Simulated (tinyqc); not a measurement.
From results back to parameters: effective mass of the conduction band from tabulated energies. Three cases, with inputs chosen for the exercise.

Problem. A band follows E (1 + alpha E) = c k^2/m, c = hbar^2/2m0. Its energies at two wave vectors are given.

Constants: hbar^2/2m0 = 3.80998211 eV angstrom^2.
Find: y = c k^2/E; m; alpha.
Method. y = m + m alpha E is a straight line through the two points.

Case 1.

Values chosen (out of a larger set: band of an eight-band Kane model near GaAs; not measured data): k12 = (0.0198, 0.0528) 1/angstrom (two wave vectors).

energies (meV): 22.20714  147.36842

Solution.

y = c k^2/E (m0): 0.06726  0.07208
m = 0.0664 m0
alpha = 0.58 1/eV

Case 2.

Values chosen (out of a larger set: band of an eight-band Kane model near InP; not measured data): k12 = (0.03, 0.08) 1/angstrom (two wave vectors).

energies (meV): 42.10012  261.87954

Solution.

y = c k^2/E (m0): 0.08145  0.09311
m = 0.0792 m0
alpha = 0.67 1/eV

Case 3.

Values chosen (out of a larger set: band of an eight-band Kane model near GaSb; not measured data): k12 = (0.0162, 0.0432) 1/angstrom (two wave vectors).

energies (meV): 24.65789  149.22556

Solution.

y = c k^2/E (m0): 0.04055  0.04765
m = 0.0391 m0
alpha = 1.46 1/eV

Computed by tinyqc, one run a case: `OMP_NUM_THREADS=1 python tinyqc.py N N+1 out.jsonl` with N = 1850033, 1850103, 1850329; one thread of a shared Intel(R) Xeon(R) Processor @ 2.30GHz, about 0.01 s a run at most.
